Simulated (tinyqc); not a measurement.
What the corrections do to the levels: formation energy of a charged point defect from supercell energies. Computed by tinyqc, a small Python program. Command: `OMP_NUM_THREADS=1 python tinyqc.py 3020689 3020690 out.jsonl formation walk`. One thread of a shared host (Intel(R) Xeon(R) Processor @ 2.30GHz), about 0.01 s of CPU time with the checks.

The host is a compound AB. Making the defect adds n_A = 1, n_B = 0 atoms to the cell. All total energies are inputs. E_F is counted from the valence-band maximum (VBM); x = 0 is A-rich and x = 1 B-rich growth.

Inputs (values chosen for the exercise, with gap and screening modelled on GaAs):

| quantity | value | unit |
|---|---|---|
| gap E_g | 1.41 | eV |
| E_VBM of the host cell | 4.419 | eV |
| potential alignment dV | -0.093 | eV |
| dielectric constant eps | 12.6 | - |
| cell length L | 13 | angstrom |
| mu_A of the pure element | -5.082 | eV |
| formation enthalpy dH of AB | -0.871 | eV |
| growth condition x | 0.67 | - |

Defect: A interstitial. Supercell lattice: bcc.

charge states q: 3  2  1  0

E(defect, q) - E(host), in the order of q (eV): -18.411  -13.244  -7.278  -2.427

Constants: e^2/(4 pi eps_0) = 14.39964548 eV angstrom.

Method:
- dmu_A = x dH and dmu_B = (1 - x) dH, so that dmu_A + dmu_B = dH; mu = mu(element) + dmu.
- The reservoir term is sum n_i mu_i.
- Image-charge correction of a point charge in a neutralising background: E_corr = q^2 alpha e^2/(4 pi eps_0) / (2 eps L), alpha = 2.888462 for a bcc array with L the cube root of the volume.
- E_f(q, E_F) = [E(defect, q) - E(host)] - sum n_i mu_i + q (E_VBM + dV + E_F) + E_corr(q).
- Levels eps(q/q-1) with the terms q dV and E_corr left out or kept.

E_f(q, 0) (eV): (q=+3) 1.37523, (q=+2) 1.58142, (q=+1) 2.84053, (q=0) 3.23857

E_corr (eV): (q=+3) 1.14266, (q=+2) 0.50785, (q=+1) 0.12696, (q=0) 0.00000

Levels above the VBM (eV):

| level | raw | with alignment | with image charge | with both |
|---|---|---|---|---|
| (+3/+2) | 0.7480 | 0.8410 | 0.1132 | 0.2062 |
| (+2/+1) | 1.5470 | 1.6400 | 1.1661 | 1.2591 |
| (+1/0) | 0.4320 | 0.5250 | 0.3050 | 0.3980 |

What does the comparison show, and why?

Alignment moves every level by -dV = +0.093 eV. The image term moves eps(q/q-1) by (1 - 2q) E_corr(1): (+3/+2) by -0.635, (+2/+1) by -0.381, (+1/0) by -0.127 eV, donor levels down and acceptor levels up. It adds 2 E_corr(1) = 0.254 eV to every U. Caution: the largest image-charge correction in these energies, q^2 alpha e^2/(8 pi eps_0 eps L) with alpha = 2.888462, exceeds a quarter of the gap; the point-charge term alone is then a rough estimate, usually too large for a charge that is spread out.

Extremes, crossings and ranges named in words are read from the listed rows.
